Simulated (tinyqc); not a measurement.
# Surface potential of a MOS transistor: implicit equation and explicit approximations, step by step

Numbers from tinyqc (`OMP_NUM_THREADS=1 python tinyqc.py 2122017 2122018 out.jsonl`; about 0.01 s on one thread of a shared Intel Xeon 2.30GHz). Printed values are rounded.

p-type body, charge-sheet picture, depletion and inversion only, full ionisation (an idealisation for deep acceptors), Boltzmann statistics (rough once Na exp(x - xn) passes about Nc/7). In units of Vt: xg = (Vg - Vfb)/Vt, x = psi/Vt, G = gamma/sqrt(Vt), xn = (2 phiF + Vc)/Vt. The implicit equation is (xg - x)^2 = G^2 [x - 1 + exp(x - xn)] for x above about 3. Cox = eps0 eox/tox.

Inputs (values chosen for the exercise); band and dielectric values close to those of silicon: temperature T = 250 K; band gap Eg = 1.14 eV; relative permittivity eps_r = 11.7; conduction-band density of states at T Nc = 2.13e19 cm^-3; valence-band density of states at T Nv = 2.02e19 cm^-3; relative permittivity of the gate insulator (close to silicon nitride) eox = 7.56; insulator thickness tox = 15 nm; acceptor density Na = 1.8e18 cm^-3; flat-band voltage Vfb = -0.35 V; channel-body voltage Vc = 1 V; gate-body voltage Vg = 4.66 V.

Constants: q = 1.602176634e-19 C, kB = 1.380649e-23 J/K, Vt = kB T/q, eps0 = 8.8541878128e-14 F/cm where lengths are in cm. Results are converted to the units shown.

Range of the model: The electron quasi-Fermi level lies less than 2 Vt below the band edge at the surface, or above it, where degeneracy and confinement, left out, matter.

## Scales

ni = sqrt(Nc Nv) exp(-Eg/(2 Vt)), Eg in volts; phiF = Vt ln(Na/ni); gamma = sqrt(2 q eps0 eps_r Na)/Cox; VT = Vfb + Vt (xn + G sqrt(xn - 1)).

phiF = 0.517339 V
gamma = 1.73219 V^0.5
G = 11.8015
xn = 94.4459
VT = 4.14239 V
xg = 232.555

## Explicit approximation

Depletion value a = 1 + [sqrt(G^2/4 + xg - 1) - G/2]^2; inversion value b = xn + ln[(xg - xn)^2/G^2 - xn + 1] and first guess y = min(a, b) - ln(1 + exp(-|a - b|)) if a > xn + 1, else b = y = a; one second-order correction with D = exp(y - xn), p = 2 (xg - y) + G^2 (1 + D), w = (xg - y)^2 - G^2 (y - 1 + D): z = y + 2 w/(p + sqrt(p^2 - 2 (2 - G^2 D) w)), or the Newton step z = y + w/p where the root is not real.

a = 109.580
b = 98.2187
y = 98.2187
p = 6467.13
w = -1553.30
z = 97.9429

The root of the implicit equation is x = 97.9469; y misses it by 0.27 and z by -0.0039, in units of Vt.

## Starting value

x = a rounded to two decimals.

x at the start = 109.580

## Iteration 1: new x

D = exp(x - xn), f = (xg - x)^2 - G^2 (x - 1 + D), f' = -2 (xg - x) - G^2 (1 + D), x(new) = x - f/f'.

D = 3.73830e6
f = -5.20655e8
f' = -5.20655e8
x after iteration 1 = 108.580

## Iteration 2: new x

As before.

D = 1.37524e6
f = -1.91538e8
f' = -1.91539e8
x after iteration 2 = 107.580

## Course of the iteration

Stop when the step is below 1e-11, or after 60 iterations.

Course of the iteration:

| iteration | x before the step | step |
|---|---|---|
| 1 | 109.580 | -1.00 |
| 2 | 108.580 | -1.00 |
| 3 | 107.580 | -1.00 |
| 4 | 106.580 | -1.00 |
| 5 | 105.580 | -1.00 |
| 6 | 104.580 | -0.999 |
| 7 | 103.581 | -0.998 |
| 8 | 102.583 | -0.993 |
| 9 | 101.590 | -0.980 |
| 10 | 100.610 | -0.941 |
| 11 | 99.6689 | -0.835 |
| 12 | 98.8336 | -0.599 |
| 13 | 98.2351 | -0.253 |
| 14 | 97.9823 | -0.0349 |
| 15 | 97.9474 | -5.72e-4 |
| 16 | 97.9469 | -1.50e-7 |
| 17 | 97.9469 | 0 |

Converged in 17 iterations. In 9 iterations the step is within 5 % of -1, the mark of an exponential that dominates f.

## Potential, charges and gate control

converged x = 97.9469

psi = Vt x; N_dep = Cox Vt G sqrt(x - 1)/q; N_inv = (Cox Vt G/q) [sqrt(x - 1 + exp(x - xn)) - sqrt(x - 1)]; dpsi/dVg = 1/[1 + G^2 (1 + exp(x - xn))/(2 (xg - x))].

psi = 2.11010 V
N_dep = 6.97247e12 cm^-2
N_inv = 1.1046e12 cm^-2
dpsi/dVg = 0.0535714

psi lies 3.5 Vt above 2 phiF + Vc.
